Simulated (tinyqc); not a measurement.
## Inductance and parasitic capacitance from two readings

Problem. A loss-free coil L in parallel with C shows the apparent inductance L/(1 - w^2 L C), w = 2 pi f. Find L, C and the self-resonance 1/(2 pi sqrt(L C)).

apparent inductance at 2.7 and 5.2 GHz (nH): [4.3482307, 8.2767224]

Answer. The inverse of the reading is 1/L - w^2 C, a straight line in w^2.

L = 3.700 nH
C = 140.0 fF
self-resonance = 6.993 GHz

tinyqc, about 0.01 s, one thread, Intel Xeon 2.30GHz (shared host): `OMP_NUM_THREADS=1 python tinyqc.py 2302094 2302095 out.jsonl`
